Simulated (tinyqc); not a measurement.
Ewald sum of point charges, displaced rock salt, strained along z by a factor 1.04, lattice, step by step. Computed by tinyqc, a small Python program that keeps every step. Command: `OMP_NUM_THREADS=1 python tinyqc.py 31516 31517 out.jsonl` (the two numbers bound the seeds that draw the settings). One thread of a shared host (Intel(R) Xeon(R) Processor @ 2.60GHz), about 0.03 s of CPU time with the checks.

## Ewald sum with eta = 0.526 1/bohr

cell vectors (rows) (bohr):
```
         1        2        3
1  0.00000  3.09000  3.21400
2  3.09000  0.00000  3.21400
3  3.09000  3.09000  0.00000
```

Charges:
```
q              f1       f2       f3
2.00000   0.00000  0.00000  0.00000
-2.00000  0.45000  0.55000  0.50000
```

Real space: 1/2 sum q_i q_j erfc(eta r)/r over all images with r > 0; reciprocal space: (2 pi/V) sum_(G != 0) exp(-G^2/4 eta^2)/G^2 |S(G)|^2 with S(G) = sum q exp(i G.r); self term -eta/sqrt(pi) sum q^2; background -pi Q^2/(2 V eta^2), Q the total charge.

Real-space shells (first ones):
```
r (bohr)  pairs  sum (hartree)
2.93956       4       -0.07829
3.22142       4       -0.04112
3.24818       4       -0.03862
4.36992       8        0.00422
4.45846      16        0.00654
5.25015       4       -0.00014
5.42897       8       -0.00016
5.60209       4      -4.40e-05
6.18000       8       1.11e-05
6.42800       4       2.16e-06
6.70252       4      -7.36e-07
6.83084       8      -8.78e-07
```

Reciprocal shells (first ones that count):
```
G^2 (1/bohr^2)  vectors  sum (hartree)
3.02279               8        0.27889
4.13469               4        0.00092
7.95649               8       3.04e-05
8.26938               4       2.15e-05
10.66639              8        0.00008
11.29217             16        0.00008
12.09118              8       9.31e-07
16.53875              4       1.22e-08
18.93577             16       4.82e-08
19.42189              8       3.95e-10
19.56155              8       1.27e-08
20.36055              8       6.29e-10
```

## The total does not depend on eta

The same sums for other eta.

Totals (hartree per cell):
```
eta          real  reciprocal      self  background       total
0.52600  -0.14761     0.28003  -2.37411     0.00000  -2.2416966
0.85500  -0.00149     1.61885  -3.85906     0.00000  -2.2416966
1.03300  -0.00006     2.42083  -4.66246     0.00000  -2.2416966
```

shortest distance = 2.93956 bohr

Madelung constant -E d / (formula units |q+ q-|) = 1.64740
